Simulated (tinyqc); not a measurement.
Front-illuminated p-i-n photodiode, quantum efficiency and bandwidth: one step of the calculation.

Light enters through a p layer (0 to xp), a depleted layer (xp to xp + wi) and a thick n substrate, decaying as exp(-al x); one pass, no back reflection. Carriers made in the depleted layer are all collected; those in the neutral layers diffuse.

Question. Response at one frequency. Drift response for pairs made in the depleted layer, a = al wi, g = 1 - exp(-a), u = 2 pi i f, te = wi/ve, th = wi/vh: electrons He = [g - a (exp(-a) - exp(-u te))/(u te - a)]/(u te g), holes Hh = [g - a (1 - exp(-a - u th))/(a + u th)]/(u th g); C = eps0 eps_r pi (dia/2)^2/wi + Cp; total |He + Hh|/sqrt(1 + (2 pi f RL C)^2), for the current of the depleted layer alone.

Values chosen for this exercise; values close to those of 4H silicon carbide at this wavelength: absorption coefficient al = 14300 1/cm; relative permittivity eps_r = 9.53; thickness of the depleted layer wi = 1.1 um; electron drift velocity ve = 1.99e7 cm/s; hole drift velocity vh = 1.38e7 cm/s; diameter dia = 42 um; load resistance RL = 50 ohm; parasitic capacitance Cp = 20 fF; modulation frequency f = 31 GHz.

Constants: eps0 = 8.8541878128e-14 F/cm where lengths are in cm. Results are converted to the units shown.

Find: te; th; He; Hh; |He + Hh|; C; total response.

Answer.

te = 5.528 ps
th = 7.971 ps
He = 0.5568-0.2350i
Hh = 0.3194-0.1498i
|He + Hh| = 0.9569
C = 126.3 fF
total response = 0.6037

The drift response alone falls to 1/sqrt(2) at 86.9 GHz and the RC term alone at 25.2 GHz; together they give 23.9 GHz.

Program tinyqc, `OMP_NUM_THREADS=1 python tinyqc.py 2250028 2250029 out.jsonl`; Intel Xeon 2.30GHz, shared host, one thread, about 0.01 s.
